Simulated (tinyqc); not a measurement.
# Length offset and series resistance from crossing lines

Problem. R_total = Rs + k (L - dL)/Vo with constant Rs, dL and k. Find k, dL and Rs.

R_total at (L, Vo) = (45, 0.35), (90, 0.35), (45, 0.74) and (90, 0.74), L in nm and Vo in V (ohm um): 572.42857  996.71429  376.14865  576.82432

Solution. At each overdrive R is a straight line in L with slope k/Vo; the two lines cross at L = dL, R = Rs.

k = 3.30 ohm um V/nm
dL = 5.50 nm
Rs = 200 ohm um

Numbers from tinyqc (`OMP_NUM_THREADS=1 python tinyqc.py 2282065 2282066 out.jsonl`; about 0.04 s on one thread of a shared Intel Xeon 2.30GHz).
